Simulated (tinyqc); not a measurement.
# Input admittance of a MOSFET at zero drain bias: distributed channel and distributed gate: what changes with what

Source and drain grounded, strong inversion, w = 2 pi f, Cox = eps0 eox/tox. The channel is an RC line of resistance 1/(mu Cox Vo) per square fed from both ends, so one finger has the intrinsic admittance y = i w Cox L tanh(g)/g per width, g = (1/2) sqrt(i w tau), tau = L^2/(mu Vo). The vertical resistance rv/L is in series with y, the overlaps 2 i w Cov in parallel: y_t = 1/(1/y + rv/L) + 2 i w Cov. The gate strip is a line of Rsh/L per length loaded by y_t, so a finger has Y = y_t Wf tanh(k)/k, k = (Wf/sd) sqrt(y_t Rsh/L); the device has Nf Y.

Parameters, values chosen for the exercise; values of the order met in silicon radio-frequency transistors:

| symbol | value | unit | meaning |
|---|---|---|---|
| eox | 3.9 |  | relative permittivity of the gate insulator (close to silicon dioxide) |
| tox | 4.8 | nm | insulator thickness |
| L | 0.14 | um | channel length |
| Wf | 11 | um | finger width |
| Nf | 16 |  | number of fingers |
| mu | 130 | cm^2/(V s) | channel mobility |
| Vo | 0.49 | V | gate overdrive |
| Rsh | 7.8 | ohm/square | sheet resistance of the gate |
| rv | 2.4 | ohm um^2 | vertical resistivity of the gate stack |
| sd | 1 |  | number of ends at which a finger is contacted |
| Cov | 0.3 | fF/um | overlap and fringe capacitance on each side |
| f | 6.5 | GHz | frequency |

Constants: eps0 = 8.8541878128e-14 F/cm where lengths are in cm. Results are converted to the units shown.

Each table varies one quantity; the others keep the values above.

## Input impedance against frequency

Low-frequency limits, with c = Cox L and ct = c + 2 Cov: R_strip = Rsh Wf/(3 sd^2 L Nf), R_ch = (c/ct)^2 L/(12 mu Cox Vo Wf Nf), R_vert = (c/ct)^2 rv/(L Wf Nf), C = ct Wf Nf. Z = 1/(Nf Y) = R + 1/(i w C), Q = |Im Z|/R, far-point signal |1/cosh k|.

The same in every row: low-frequency R (ohm) = 13.37.

Results:
```
f (GHz)	w tau	|k|	R (ohm)	C (fF)	Q	signal at the far point
0.07	0.001353	0.06903	13.37	282.9	601.0	1.000
0.2	0.003867	0.1167	13.37	282.9	210.4	1.000
0.5	0.009666	0.1845	13.37	282.9	84.14	0.9999
1	0.01933	0.2609	13.37	282.8	42.08	0.9996
4	0.07733	0.5218	13.37	282.4	10.54	0.9933
30	0.5800	1.428	13.00	259.8	1.571	0.7504
70	1.353	2.175	11.74	202.5	0.9565	0.4234
200	3.867	3.584	8.305	118.7	0.8071	0.1252
```

Estimate the missing row, f = 10 GHz.

Computed row:
```
f (GHz)	w tau	|k|	R (ohm)	C (fF)	Q	signal at the far point
10	0.1933	0.8250	13.33	280.0	4.264	0.9601
```

With this row back in the table: R falls from 13.4 to 8.30 ohm and C falls from 283 to 119 fF. Q goes as f^(-1.00) between the first two rows and f^(-0.16) between the last two, where w tau = 3.87 and |k| = 3.58. The low-frequency limits hold both R and C within 5 % up to f = 10 GHz among the rows.

## Dividing a fixed width into fingers

Total width Wf Nf = 180 um; each finger also has a contact resistance Rc at each contacted end, which adds Rc/(sd Nf). The resistances are low-frequency limits, good while |k| is below about 1; the far-point signal is |1/cosh k| at f, without Rc.

The same in every row: R_ch + R_vert (ohm) = 0.5928.

Results:
```
Nf	Wf (um)	R_strip (ohm)	Rc/(sd Nf) for Rc = 30 ohm (ohm)	sum (ohm)	signal at the far point
1	180.0	3343	30.00	3373	8.846e-4
2	90.00	835.7	15.00	851.3	0.04206
4	45.00	208.9	7.500	217.0	0.2948
16	11.25	13.06	1.875	15.53	0.9811
32	5.625	3.265	0.9375	4.795	0.9985
64	2.812	0.8161	0.4688	1.878	0.9998
128	1.406	0.2040	0.2344	1.031	1.000
```

Estimate the missing row, Nf = 8.

Computed row:
```
Nf	Wf (um)	R_strip (ohm)	Rc/(sd Nf) for Rc = 30 ohm (ohm)	sum (ohm)	signal at the far point
8	22.50	52.23	3.750	56.57	0.7930
```

With this row back in the table: R_strip falls as 1/Nf^2, from 3340 to 0.204 ohm, the contact term as 1/Nf, and R_ch + R_vert stays at 0.593 ohm since the total width is fixed. The sum stays over 1.5 times that floor in every row. More fingers add wiring capacitance, which is left out.

tinyqc, about 0.01 s, one thread, Intel Xeon 2.30GHz (shared host): `OMP_NUM_THREADS=1 python tinyqc.py 2262217 2262218 out.jsonl`
